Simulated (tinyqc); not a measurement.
# Gain of the pnp from the holding current

Problem. On state with both base-emitter voltages at Von: npn base current Ib = (Von/Rs + bp Von/Rw)/(bn bp - 1), holding current Ih = (bn + 1) Ib + Von/Rs. Find bp.

Parameters, values chosen for the exercise: current gain of the npn bn = 20.5; substrate resistance shunting the npn Rs = 140 ohm; well resistance shunting the pnp Rw = 420 ohm; base-emitter voltage in the on state Von = 0.78 V.

Ih = 10.414133 mA

Answer. Ih gives Ib, and Ib (bn bp - 1) = Von/Rs + bp Von/Rw is linear in bp.

bp = 2.100

Computed by the program tinyqc: `OMP_NUM_THREADS=1 python tinyqc.py 2670051 2670052 out.jsonl`, one thread of a shared Intel Xeon 2.30GHz, about 0.04 s for the whole run.
